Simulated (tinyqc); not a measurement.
From results back to parameters: Koster-Slater impurity in an sp3s* host.

Problem. In the Koster-Slater model a defect shifts the s level of its site by Vs and the p levels by Vp; an A1 level solves 1/Vs = G_s(E) and a T2 level 1/Vp = G_p(E), E from the top of the valence band. A defect has an A1 level at E = 0.5678 eV, one of the energies of the table, and a T2 level at 0.5678 eV.

G(E) of the host (1/eV):

| E (eV) | G_s | G_p |
|---|---|---|
| 0.0000 | -0.0737862 | 0.1011336 |
| 0.1419 | -0.0864634 | 0.0641957 |
| 0.2839 | -0.1009860 | 0.0370482 |
| 0.4258 | -0.1180450 | 0.0128496 |
| 0.5678 | -0.1387040 | -0.0109831 |
| 0.7097 | -0.1647614 | -0.0365125 |
| 0.8517 | -0.1996820 | -0.0666451 |
| 0.9936 | -0.2518554 | -0.1079698 |
| 1.1356 | -0.3599798 | -0.1942248 |

Find: Vs, Vp.

Solution. Read G_s and G_p at the two energies and invert them. Vs is attractive and pulls its level down from the conduction bands. Vp is attractive and pulls its level down from the conduction bands.

Vs, Vp (eV): -7.2  -91.0

Program tinyqc; command `OMP_NUM_THREADS=1 python tinyqc.py 1452716 1452717 out.jsonl`; about 0.09 s on one thread of a shared Intel(R) Xeon(R) Processor @ 2.30GHz.
